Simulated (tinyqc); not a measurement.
Grain growth, pinning, strength and diffusional creep of a polycrystal or thin film: one step, computed by the program tinyqc.

One mean grain size d describes the structure.

Problem. Mobility and the sizes at which growth stops. M = M0 exp(-Q_m/(k_B T)). The driving pressure is 2 gamma/d. Zener pinning pressure 3 f gamma/(2 r) stops growth at d_Z = 4 r/(3 f). Grooves where boundaries meet the surface have the angle theta = arcsin(gamma/(2 gamma_s)) and are taken to stop growth at d_h = h/(2 theta), a few film thicknesses; the limit is 1/d_lim = 1/d_Z + 1/d_h.

Inputs (values chosen for the exercise, modelled on polycrystalline silicon):
```
quantity                                    value       unit
boundary energy gamma                        0.66      J/m^2
mobility prefactor M0                     1.2e-07  m^4/(J s)
activation energy of boundary motion Q_m     3.12         eV
anneal temperature T                         2201          K
particle volume fraction f                 0.0015          -
particle radius r                             2.1         nm
film thickness h                              180         nm
surface energy gamma_s                        1.6      J/m^2
```

Sample: thin film on a substrate.

Constants: k_B = 8.617333262e-05 eV/K.

Give: mobility M; Zener size d_Z; groove angle theta; groove limit d_h; limit d_lim.

Solution.

mobility M = 8.612e-15 m^4/(J s)

Zener size d_Z = 1867 nm

groove angle theta = 0.2077 rad

groove limit d_h = 433.2 nm

limit d_lim = 351.6 nm

The grooves set the tighter limit. Caution: T is above the melting point of the named material.
